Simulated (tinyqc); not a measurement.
Worked calculation: ROHF in the 3-21g basis, for H2-, spin multiplicity 2. The basis has no diffuse functions, so it cannot describe the extra electron: this is an exercise in the method, not the real anion. One step of it, computed by the program tinyqc.

Question. Iteration 3: diagonalisation and new density. Diagonalise F' = X^T F X, C = X C', fill 2 alpha and 1 beta electrons from the bottom; D(s) = C_occ C_occ^T. Each column has its largest component positive (the first on a tie).

extrapolated F (hartree), lower triangle:
```
           1H 1s      1H 2s      2H 1s     2H 2s
1H 1s   0.690435
1H 2s  -0.069248   0.148241
2H 1s  -0.098374  -0.119495   0.690435
2H 2s  -0.119495  -0.048988  -0.069248  0.148241
```

X, lower triangle:
```
           1H 1s      1H 2s      2H 1s     2H 2s
1H 1s   1.240349
1H 2s  -0.481377   1.388616
2H 1s   0.027142   0.033852   1.240349
2H 2s   0.033852  -0.364255  -0.481377  1.388616
```

Give: F' = X^T F X; orbital energies; coefficients C; D(alpha) after iteration 3; D(beta) after iteration 3.

Answer.

F' = X^T F X (hartree), lower triangle:
```
         1        2        3       4
1   1.1679
2  -0.6076   0.5602
3   0.0173  -0.0566   1.1679
4  -0.0566  -0.1644  -0.6076  0.5602
```

orbital energies (hartree): MO1 0.0179, MO2 0.3469, MO3 1.5283, MO4 1.5631

coefficients C:
```
          MO1      MO2      MO3      MO4
1H 1s  0.1682   0.1846  -0.9136   0.9355
1H 2s  0.4731   0.8163   1.0014  -0.6333
2H 1s  0.1682  -0.1846   0.9136   0.9355
2H 2s  0.4731  -0.8163  -1.0014  -0.6333
```

D(alpha) after iteration 3, lower triangle:
```
         1H 1s    1H 2s   2H 1s   2H 2s
1H 1s   0.0624
1H 2s   0.2303   0.8901
2H 1s  -0.0058  -0.0711  0.0624
2H 2s  -0.0711  -0.4425  0.2303  0.8901
```

D(beta) after iteration 3, lower triangle:
```
        1H 1s   1H 2s   2H 1s   2H 2s
1H 1s  0.0283
1H 2s  0.0796  0.2238
2H 1s  0.0283  0.0796  0.0283
2H 2s  0.0796  0.2238  0.0796  0.2238
```
